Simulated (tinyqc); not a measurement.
Against doping: dopants and charged point defects at anneal temperature: Fermi-level effect, clustering and pairing. Computed by tinyqc, a small Python program. Command: `OMP_NUM_THREADS=1 python tinyqc.py 3013246 3013247 out.jsonl pairing walk`. One thread of a shared host (Intel(R) Xeon(R) Processor @ 2.30GHz), about 0.01 s of CPU time with the checks.

Boltzmann statistics and full ionisation of active dopants. Energies are counted from the valence band; the defect (a vacancy or self-interstitial) has five charge states, with all degeneracy factors one.

Inputs (values chosen for the exercise, for a model semiconductor):
```
quantity                                         value   unit
gap at 0 K E_g0                                   1.04     eV
Varshni alpha                                 0.000334   eV/K
Varshni beta                                       813      K
electron mass m_e                                0.406    m_0
valleys M_c                                          6      -
hole mass m_h                                    0.781    m_0
anneal temperature T                               800      K
total dopant density N                           2e+20  cm^-3
formation enthalpy of the neutral defect H_f      2.01     eV
formation entropy S_f                              6.9    k_B
site density N_s                               3.2e+22  cm^-3
```

Dopant: donor. Second part: pairing with a mobile impurity.

defect levels as fractions of E_g(T): (2+/+), (+/0), (0/-), (-/2-): 0.062  0.23  0.51  0.67

Constants: m_0 = 9.1093837015e-31 kg; k_B = 1.380649e-23 J/K; h = 6.62607015e-34 J s; k_B = 8.617333262e-05 eV/K.

Method:
- E_g = E_g0 - alpha T^2/(T + beta).
- N_c = 2 M_c (2 pi m_e k_B T/h^2)^(3/2) and N_v = 2 (2 pi m_h k_B T/h^2)^(3/2), masses in units of m_0.
- n_i = sqrt(N_c N_v) exp(-E_g/2 k_B T); E_i = E_g/2 + (k_B T/2) ln(N_v/N_c).
- No clustering: A = N.
- n = A/2 + sqrt(A^2/4 + n_i^2) for an active density A.
- chi = n/n_i (for acceptors n_i/p); E_F = E_i + k_B T ln chi; field enhancement h = 1 + A/sqrt(A^2 + 4 n_i^2).
- C_0 = N_s exp(S_f/k_B) exp(-H_f/k_B T). Ratios to the neutral state at E_F = E_i: r_+ = exp((E(+/0) - E_i)/k_B T), r_2+ = r_+ exp((E(2+/+) - E_i)/k_B T), r_- = exp((E_i - E(0/-))/k_B T), r_2- = r_- exp((E_i - E(-/2-))/k_B T); at other E_F state q scales as chi^(-q). The enhancement is sum r_q chi^(-q)/sum r_q. The charge on the defects is left out of neutrality.
- chi = n/n_i; h = 1 + A/sqrt(A^2 + 4 n_i^2); the dopant diffusivity over its intrinsic value is D/D_i = enhancement x h x A/N, if every charge state carries the dopant equally well.

E_g = 0.907477 eV

k_B T = 0.0689387 eV

n_i = 1.56696e+17 cm^-3

E_i = 0.425804 eV

effective density of states N_b of the majority band = 1.69615e+20 cm^-3

neutral defects C_0 = 6.90779e+12 cm^-3

Charge states:
```
state      ratio r  intrinsic (cm^-3)  doped (cm^-3)
2+     2.01573e-04        1.39242e+09    8.54725e+02
+      4.28975e-02        2.96327e+11    2.32166e+08
0      1.00000e+00        6.90779e+12    6.90779e+12
-      5.84588e-01        4.03821e+12    5.15420e+15
2-     4.15913e-02        2.87304e+11    4.68045e+17
```

Trend at the anneal temperature:
```
N (cm^-3)  active A (cm^-3)         chi  defect enhancement  mean charge       D/D_i
4.70e+15           4.70e+15  1.0151e+00          1.0057e+00      -0.3791  1.0207e+00
1.90e+16           1.90e+16  1.0625e+00          1.0236e+00      -0.3946  1.0855e+00
8.00e+16           8.00e+16  1.2873e+00          1.1112e+00      -0.4619  1.3861e+00
3.30e+17           3.30e+17  2.5052e+00          1.6430e+00      -0.7180  2.8344e+00
1.40e+18           1.40e+18  9.0451e+00          5.8080e+00      -1.2468  1.1476e+01
5.70e+18           5.70e+18  3.6404e+01          4.6368e+01      -1.6992  9.2665e+01
2.30e+19           2.30e+19  1.4679e+02          5.8886e+02      -1.9107  1.1777e+03
9.70e+19           9.70e+19  6.1904e+02          9.7652e+03      -1.9777  1.9530e+04
4.00e+20           4.00e+20  2.5527e+03          1.6325e+05      -1.9945  3.2651e+05
```

Well below n_i = 1.57e17 cm^-3 chi and the enhancement are near 1. At any doping d ln(enhancement)/d ln chi equals minus the mean charge, which goes from -0.38 to -1.99 over the rows. Rows with carriers above N_b lie beyond Boltzmann statistics. Caution: the carrier density exceeds the effective density of states, where Boltzmann statistics understate the shift of E_F and so the density of charged defects (gap narrowing, also left out, works the other way).
